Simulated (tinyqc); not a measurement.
# Germanium share from the critical thickness

Inverse problem. Critical thickness (Matthews-Blakeslee, 60-degree dislocations): h = bv (1 - nu/4)[ln(h/bv) + 1]/(4 pi e_par (1 + nu)), nu = c12/(c11 + c12). e_par = b1 x. Find e_par and x.

Inputs (values chosen for the exercise): lattice mismatch per unit x b1 = 0.0418; elastic constant c11 = 162 GPa; elastic constant c12 = 62.9 GPa; Burgers vector bv = 0.384 nm.

critical thickness = 7.2035143 nm

Solution. For given h the relation is explicit in the strain.

e_par = 1.212 %
x = 0.2900

Numbers from tinyqc (`OMP_NUM_THREADS=1 python tinyqc.py 2530071 2530072 out.jsonl`; about 0.01 s on one thread of a shared Intel Xeon 2.30GHz).
